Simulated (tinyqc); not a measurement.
# Access strength from the read disturbance

Inverse problem. Transistor (EKV form, voltages against the body): I = 2 n b Vt^2 [F(vp - Vs) - F(vp - Vd)] from drain to source, F(v) = ln^2(1 + exp(v/(2 Vt))), vp = (Vg - VT + sg |Vd - Vs|)/n. n-channel bodies are at 0; for the p-channel device all voltages are counted down from Vdd. b in uA/V^2 gives I in uA. In an SRAM read the low node Q obeys In(gate QB, drain Q) = Ip(gate QB, drain Q) + Ia, where the access transistor (threshold VTn) has its gate and drain at Vdd and its source at Q. Find Ia, ba and the cell ratio bn/ba.

Parameters, values chosen for the exercise: temperature T = 300 K; supply voltage Vdd = 0.4 V; slope factor n = 1.18; drain-induced barrier lowering sg = 0.047; n-channel threshold VTn = 0.42 V; p-channel threshold (magnitude) VTp = 0.32 V; gain factor of the pull-down transistor bn = 620 uA/V^2; gain factor of the pull-up transistor bp = 280 uA/V^2.

Constants: q = 1.602176634e-19 C, kB = 1.380649e-23 J/K, Vt = kB T/q. Results are converted to the units shown.

Q and QB in the read (V): [0.018783145, 0.39999979]

Solution. The node equation gives Ia, which is proportional to ba.

Ia = 0.1292 uA
ba = 310.0 uA/V^2
cell ratio = 2.000

Program tinyqc, `OMP_NUM_THREADS=1 python tinyqc.py 2340139 2340140 out.jsonl`; Intel Xeon 2.30GHz, shared host, one thread, about 0.2 s.
